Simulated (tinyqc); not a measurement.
# Worked calculation: on-chip power grid, static voltage drop by conjugate gradients

Computed by the program tinyqc: `OMP_NUM_THREADS=1 python tinyqc.py 2770217 2770218 out.jsonl`, one thread of a shared Intel Xeon 2.30GHz, about 0.3 s for the whole run. Printed values are rounded.

A grid of 3 rows and 4 columns, node k = 4 row + column. Neighbours in a row are joined by Rx, in a column by Ry; pad nodes, which reach the supply through Rp: 0, 3, 8, 11. Each node draws I0, node 8 draws kh I0. The drops u = Vdd - V solve G u = i, with G the conductance matrix (1/Rp added on the diagonal at pad nodes).

Parameters, values chosen for the exercise: supply voltage Vdd = 1 V; resistance of a horizontal segment Rx = 0.69 ohm; resistance of a vertical segment Ry = 1.2 ohm; resistance from a pad node to the supply Rp = 0.35 ohm; load current of an ordinary node I0 = 8 mA; factor on the load at the hot node kh = 5.

## Diagonal of G, loads and first direction

G_kk = sum of the conductances at node k. Start u = 0, so the residual is r = i; p = r.

G_kk (S):
```
          col 0     col 1     col 2     col 3
row 0  5.139752  3.731884  3.731884  5.139752
row 1  3.115942  4.565217  4.565217  3.115942
row 2  5.139752  3.731884  3.731884  5.139752
```

r at the start (mA):
```
       col 0  col 1  col 2  col 3
row 0      8      8      8      8
row 1      8      8      8      8
row 2     40      8      8      8
```

p at the start (mA):
```
       col 0  col 1  col 2  col 3
row 0      8      8      8      8
row 1      8      8      8      8
row 2     40      8      8      8
```

## Iteration 1: conjugate-gradient step

u at the start (mV):
```
       col 0  col 1  col 2  col 3
row 0      0      0      0      0
row 1      0      0      0      0
row 2      0      0      0      0
```

q = G p; a = (r.r)/(p.q); u(new) = u + a p; r(new) = r - a q; b = (r.r)(new)/(r.r); p(new) = r(new) + b p.

q (mA S):
```
          col 0     col 1   col 2    col 3
row 0   22.8571    0.0000  0.0000  22.8571
row 1  -26.6667    0.0000  0.0000   0.0000
row 2  187.3292  -46.3768  0.0000  22.8571
```

a = 0.3089552 ohm

u after iteration 1 (mV):
```
          col 0    col 1    col 2    col 3
row 0   2.47164  2.47164  2.47164  2.47164
row 1   2.47164  2.47164  2.47164  2.47164
row 2  12.35821  2.47164  2.47164  2.47164
```

r after iteration 1 (mA):
```
           col 0     col 1    col 2    col 3
row 0    0.93817   8.00000  8.00000  0.93817
row 1   16.23881   8.00000  8.00000  8.00000
row 2  -17.87633  22.32836  8.00000  0.93817
```

b = 0.6373516

p after iteration 1 (mA):
```
          col 0     col 1     col 2     col 3
row 0   6.03698  13.09881  13.09881   6.03698
row 1  21.33762  13.09881  13.09881  13.09881
row 2   7.61773  27.42717  13.09881   6.03698
```

## Iteration 2: conjugate-gradient step

As before.

q (mA S):
```
           col 0      col 1      col 2     col 3
row 0   -5.73656   10.23454   10.23454   1.12911
row 1   36.12407  -23.88060    0.00000  11.76972
row 2  -18.37762   61.41537  -10.53119   1.12911
```

a = 0.6480989 ohm

u after iteration 2 (mV):
```
          col 0     col 1     col 2     col 3
row 0   6.38420  10.96097  10.96097   6.38420
row 1  16.30053  10.96097  10.96097  10.96097
row 2  17.29525  20.24716  10.96097   6.38420
```

r after iteration 2 (mA):
```
          col 0      col 1     col 2    col 3
row 0   4.65603    1.36701   1.36701  0.20639
row 1  -7.17316   23.47699   8.00000  0.37206
row 2  -5.96582  -17.47487  14.82526  0.20639
```

b = 0.8532849

p after iteration 2 (mA):
```
          col 0     col 1     col 2     col 3
row 0   9.80729  12.54402  12.54402   5.35766
row 1  11.03390  34.65401  19.17702  11.54908
row 2   0.53428   5.92832  26.00227   5.35766
```

## Iteration 3: conjugate-gradient step

As before.

q (mA S):
```
           col 0      col 1      col 2      col 3
row 0   23.03236  -14.45870    4.88753   -0.26696
row 1  -24.46016   99.02551  -11.53564   -0.73596
row 2  -15.04063  -45.21331   64.70014  -19.77167
```

a = 0.2889284 ohm

u after iteration 3 (mV):
```
          col 0     col 1     col 2     col 3
row 0   9.21781  14.58529  14.58529   7.93218
row 1  19.48854  20.97349  16.50175  14.29782
row 2  17.44962  21.96002  18.47376   7.93218
```

r after iteration 3 (mA):
```
          col 0     col 1     col 2    col 3
row 0  -1.99868   5.54453  -0.04514  0.28352
row 1  -0.10593  -5.13429  11.33297  0.58470
row 2  -1.62015  -4.41146  -3.86845  5.91899
```

b = 0.2091395

p after iteration 3 (mA):
```
          col 0     col 1     col 2    col 3
row 0   0.05241   8.16799   2.57831  1.40402
row 1   2.20170   2.11323  15.34365  3.00006
row 2  -1.50841  -3.17162   1.56965  7.03949
```

## Course of the conjugate-gradient iteration

Stop when |r| is below 1e-9 mA.

Course of the iteration:
```
iteration  largest u (mV)  |r| (mA)
1                12.35821      38.3
2                20.24716      35.4
3                21.96002      16.2
4                21.42384      6.74
5                21.24093      3.31
6                21.24282     0.600
7                21.25678     0.182
8                21.24783    0.0822
9                21.24973    0.0217
10               21.25225   5.99e-3
11               21.25227   8.45e-4
12               21.25236   < 1e-11
```

Converged in 12 iterations for 12 unknowns; in exact arithmetic the method needs at most 12. The condition number of the matrix is 14.2. Gauss-Seidel sweeps in node order need 84 to reach the same residual.

## Worst drop, pad currents and power lost

converged u (mV):
```
          col 0     col 1     col 2     col 3
row 0   9.54820  17.14253  16.85371   9.05995
row 1  19.47737  21.25236  20.30576  16.96827
row 2  16.71960  20.49538  18.31590   9.47225
```

Pad current u/Rp; worst drop as a share of Vdd; power lost in the grid and pads sum_k i_k u_k; power delivered sum_k i_k (Vdd - u_k).

worst drop = 21.25236 mV
share of Vdd = 2.125236 %
pad currents (mA): node 0 27.28058, node 3 25.88557, node 8 47.77029, node 11 27.06357
power lost = 2.099917 mW
power delivered = 125.9001 mW

The pad currents add up to the total load, 128.0 mA. The worst drop is at node 5, not at the hot node.
